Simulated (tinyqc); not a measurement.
# Read current of a NAND string, cells in series solved by shooting: what changes with what

Cells in series, numbered from 0 at the source line (0 V) to the bit line, each followed by a gap resistance Rg. A cell with gate Vg, threshold VT, source Vs and drain Vd passes I = 2 nf K Vt^2 [F(Vs) - F(Vd)]/(1 + th max(Vg - VT, 0)), F(V) = ln^2(1 + exp((Vg - VT - nf V)/(2 nf Vt))). The selected cell has Vg = Vr, the others Vg = Vp.

Inputs (values chosen for the exercise); values of the order met in vertical NAND strings: temperature T = 300 K; gain factor of a cell K = 20 uA/V^2; slope factor nf = 2.2; mobility reduction factor th = 0.18 1/V; resistance of the gap between cells Rg = 2.4 kohm; bit-line voltage Vbl = 0.5 V; pass voltage Vp = 6.1 V; threshold of an erased cell Ve = -0.8 V; threshold of the highest state Vh = 4 V; threshold of the selected cell Vx = 1.6 V; sensing current Is = 10 nA; read voltage on the selected word line Vr = 2.82 V.

Constants: q = 1.602176634e-19 C, kB = 1.380649e-23 J/K, Vt = kB T/q. Results are converted to the units shown.

Each table varies one quantity; the others keep the values above.

## Read current against the number of cells

For a trial current I start at 0 V and, cell by cell, solve for the drain: sqrt(F(Vd)) = sqrt(F(Vs) - I/k), k = 2 nf K Vt^2/(1 + th max(Vg - VT, 0)), Vd = [Vg - VT - 2 nf Vt ln(exp(sqrt F) - 1)]/nf, then add I Rg. The string current is the I for which the last node reaches Vbl. The apparent threshold is the Vr at which I = Is. Background: all other cells erased (VT = Ve) or all in the highest state (VT = Vh); ratio and shift are high over erased and high minus erased. The selected cell is in the middle, cell n/2.

Result of one run:
columns A: n; B: I, others erased (uA); C: I, others high (uA); D: ratio; E: apparent VT, erased (V); F: apparent VT, high (V); G: background shift (mV)
```
A         B        C       D      E      F      G
192  0.1275  0.05523  0.4332  1.563  1.599  36.15
```

What becomes of these results when the number of cells n is changed from 192 to 96, all else the same?

Result of the changed run:
columns A: n; B: I, others erased (uA); C: I, others high (uA); D: ratio; E: apparent VT, erased (V); F: apparent VT, high (V); G: background shift (mV)
```
A        B       C       D      E      F      G
96  0.2504  0.1100  0.4392  1.543  1.561  17.78
```

The whole series:
columns A: n; B: I, others erased (uA); C: I, others high (uA); D: ratio; E: apparent VT, erased (V); F: apparent VT, high (V); G: background shift (mV)
```
A         B        C       D      E      F      G
8     2.109    1.192  0.5652  1.525  1.527  1.459
16    1.266   0.6307  0.4982  1.527  1.530  2.923
32   0.6999   0.3240  0.4630  1.530  1.536  5.862
64   0.3689   0.1642  0.4452  1.537  1.548  11.79
96   0.2504   0.1100  0.4392  1.543  1.561  17.78
128  0.1895  0.08265  0.4362  1.550  1.574  23.83
192  0.1275  0.05523  0.4332  1.563  1.599  36.15
```

With erased neighbours the current falls from 2.11 to 0.127 uA, as n^(-0.74) between the first two rows and n^(-0.98) between the last two (-1 once the series resistance rules). The ratio falls from 0.565 to 0.433 and the background shift rises from 1.46 to 36.2 mV.

## Effect of the position of the selected cell

Same model as above.

The string has 64 cells, numbered from the source.

Effect of the position of the selected cell:
columns A: j; B: I, others erased (uA); C: I, others high (uA); D: ratio; E: apparent VT, erased (V); F: apparent VT, high (V); G: background shift (mV)
```
A        B       C       D      E      F         G
0   0.3786  0.1652  0.4363  1.523  1.523  1.696e-6
9   0.3768  0.1650  0.4379  1.527  1.530     3.289
18  0.3745  0.1648  0.4400  1.531  1.537     6.599
27  0.3712  0.1645  0.4430  1.535  1.545     9.929
36  0.3665  0.1640  0.4473  1.538  1.552     13.28
45  0.3591  0.1631  0.4542  1.542  1.559     16.65
54  0.3466  0.1613  0.4653  1.546  1.566     20.04
63  0.3256  0.1558  0.4785  1.549  1.573     23.45
```

From the source end to the bit-line end the apparent VT with high neighbours rises from 1.523 to 1.573 V and the background shift rises from 1.70e-6 to 23.5 mV. Cells and gaps on the source side raise the source of the selected cell, which costs nf times that voltage in gate drive; those on the drain side only lower its drain voltage.

Numbers from tinyqc (`OMP_NUM_THREADS=1 python tinyqc.py 2142128 2142129 out.jsonl`; about 0.7 s on one thread of a shared Intel Xeon 2.30GHz).
